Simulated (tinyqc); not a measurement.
Inside a calculation: five-level k.p model folded onto the conduction band. Values are carried at full precision from step to step, so a last printed digit may differ when a step is redone from the rounded ones.

Second-order sums for the lowest conduction level at E: 1/m = 1 + Cm + (Ep/3)(2/E + 1/(E + Dso)) - (Ep2/3)(2/(E7 + D2 - E) + 1/(E7 - E)); g/2 = 1 + Cg - (Ep/3)(1/E - 1/(E + Dso)) - (Ep2/3)(1/(E7 - E) - 1/(E7 + D2 - E)). E is counted from the top of the valence band; E = Eg at the edge.

Constants: hbar^2/2m0 = 3.80998211 eV angstrom^2.

Values chosen for the exercise (near those of CdTe; shifted at random, so the results belong to these values and not to a real crystal): Eg = 1.599 eV (gap at Gamma to the s-like level); Dso = 0.904 eV (spin-orbit splitting); Ep = 18.8 eV (Kane energy); E7 = 5.26 eV (upper Gamma7 conduction level, from the valence top); D2 = 0.32 eV (its spin-orbit splitting, Gamma8 above Gamma7); Ep2 = 2.1 eV (Kane energy to the upper levels); Cm = -0.3 (remote term in 1/m); Cg = 0 (remote term in g/2); k = 0.108 1/angstrom (wave vector along z).

## Mass and g factor term by term

Evaluate at E = Eg.

Terms:
```
level           part of 1/m  part of g
free + remote        0.7000     2.0000
Gamma8 valence       7.8382    -7.8382
Gamma7 valence       2.5037     5.0073
Gamma8 upper        -0.3517     0.3517
Gamma7 upper        -0.1912    -0.3824
```

m = 0.0952 m0
g = -0.862

The valence levels give 10.34 to 1/m and the upper levels take 0.54 away. In g the two valence terms nearly cancel when Dso is small against Eg; here Dso/Eg = 0.57 and they leave -2.831, the upper pair -0.031.

## The matrix at one k

For k along z and one spin sector the level c couples to four states. With c0 = hbar^2/2m0, P = sqrt(Ep c0), P2 = sqrt(Ep2 c0): diagonal Eg + (1 + Cm) c0 k^2 for c, and 0, -Dso, E7 + D2, E7 for lh, so, G8 up, G7 up (their own dispersion is left out); couplings of c: sqrt(2/3) P k to lh, sqrt(1/3) P k to so, sqrt(2/3) P2 k to G8 up, sqrt(1/3) P2 k to G7 up (phases chosen real).

Fill in the matrix.

H (eV), lower triangle:
```
             c  lh        so    G8 up    G7 up
c      1.63011
lh     0.74631   0
so     0.52772   0  -0.90400
G8 up  0.24943   0         0  5.58000
G7 up  0.17637   0         0        0  5.26000
```

## Exact folding onto c

Solve E = H_cc + S(E), S(E) = sum_j H_cj^2/(E - H_jj), from E = H_cc, by plain substitution and by Newton steps on E - H_cc - S(E). The weight of c in the state is Z = 1/(1 - dS/dE). The exact level is the third eigenvalue of H from below.

Iterates (eV):
```
step  substitution   Newton
0          1.63011  1.63011
1          2.05736  1.96938
2          1.96750  1.98101
3          1.98351  1.98102
4          1.98056  1.98102
5          1.98110  1.98102
6          1.98100  1.98102
7          1.98102  1.98102
```

exact level = 1.98102 eV
Z = 0.8453

Substitution multiplies the error by about dS/dE = 1 - 1/Z = -0.183 a step, so it alternates; after 7 steps it is off by 2.8e-06 eV, while Newton is within 1e-5 eV from step 2 on.

## Loewdin series

Expanding E = H_cc + S(E) about Eg in powers of k^2, with s_n = sum_j H_cj^2/(Eg - H_jj)^n: order k^2: e2 = (1 + Cm) c0 k^2 + s1; order k^4: e4 = -s2 e2; order k^6: e6 = s3 e2^2 + s2^2 e2.

Give each order and the partial sums, counted from Eg.

s1 (eV), s2 (no unit), s3 (1/eV); (1 + Cm) c0 k^2 is H_cc - Eg: 0.43546  0.26854  0.15238

e2, e4, e6 (eV): 0.46657  -0.12529  0.06682

partial sums (eV): 0.46657  0.34128  0.40810

The exact value is 0.38202 eV; the errors of the partial sums are +84.55, -40.74 and +26.08 meV.

## Checks

- Curvature of the exact level at small k against the sum for 1/m: both 10.499.

Run: tinyqc, `OMP_NUM_THREADS=1 python tinyqc.py 1050113 1050114 out.jsonl`; Intel(R) Xeon(R) Processor @ 2.30GHz, one thread, shared host; about 0.01 s of CPU time with all checks.
